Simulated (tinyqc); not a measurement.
MOS inversion layer, Poisson-Schroedinger loop: one step of the calculation.

Electrons confined at an insulator interface at z = 0, treated as a hard wall; parabolic valleys, Hartree approximation, no image or exchange terms. The depletion charge lies far deeper than the electrons and gives a uniform field q Nd/(eps0 eps_r); the gate balances all charge. Energies are counted from the band edge at the interface.

Problem. Density, output potential and mixing. n_i = sum_k N_k |psi_k|^2 (converted to cm^-3). Hartree part by Gauss: on the interval before node i the electrons still beyond are S_i = Ns - hz sum_(j<i) n_j, and U_i = U_(i-1) + q S_i hz/(eps0 eps_r) in eV, U_0 = 0 at the interface. Mixing: U(new) = U + a (U(out) - U).

Inputs (values chosen for the exercise); masses and permittivity close to those of In0.53Ga0.47As:
- eps_r = 14.2 (relative permittivity)
- Ns = 9.7e11 cm^-2 (sheet density of electrons)
- a = 1 (mixing factor)

Constants: q = 1.602176634e-19 C, eps0 = 8.8541878128e-14 F/cm where lengths are in cm. Results are converted to the units shown.

```
node,z (nm),self-consistent potential U at the start (eV),|psi|^2 of A1 (1/nm),|psi|^2 of A2 (1/nm)
1,2.4,0,0.02821056,0.026707305
2,4.8,0,0.07851421,0.050077254
3,7.2,0,0.10231050,0.025365088
4,9.6,0,0.08993993,0.000304562
5,12,0,0.06043583,0.017308712
6,14.4,0,0.03300911,0.055623140
7,16.8,0,0.01519727,0.076773279
8,19.2,0,0.00604158,0.069895576
9,21.6,0,0.00210985,0.048146835
10,24,0,0.00065562,0.026780609
11,26.4,0,0.00018306,0.012475268
12,28.8,0,0.00004622,0.004964926
13,31.2,0,0.00001054,0.001690679
14,33.6,0,0.00000210,0.000470788
15,36,0,0.00000029,0.000082648
```

N_k (cm^-2): A1 7.9470423e11, A2 1.7529577e11

Give: n; U(out); U after round 1.

Solution.

```
node,n (1e17 cm^-3),U(out) (eV),U after round 1 (eV)
1,2.7101,0.02967,0.02967
2,7.1174,0.05734,0.05734
3,8.5753,0.07979,0.07979
4,7.1529,0.09595,0.09595
5,5.1063,0.10686,0.10686
6,3.5983,0.11402,0.11402
7,2.5535,0.11854,0.11854
8,1.7054,0.12118,0.12118
9,1.0117,0.12258,0.12258
10,0.5216,0.12323,0.12323
11,0.2332,0.12349,0.12349
12,0.0907,0.12359,0.12359
13,0.0305,0.12362,0.12362
14,0.0084,0.12363,0.12363
15,0.0015,0.12363,0.12363
```

Numbers from tinyqc (`OMP_NUM_THREADS=1 python tinyqc.py 2160076 2160077 out.jsonl`; about 0.5 s on one thread of a shared Intel Xeon 2.30GHz).
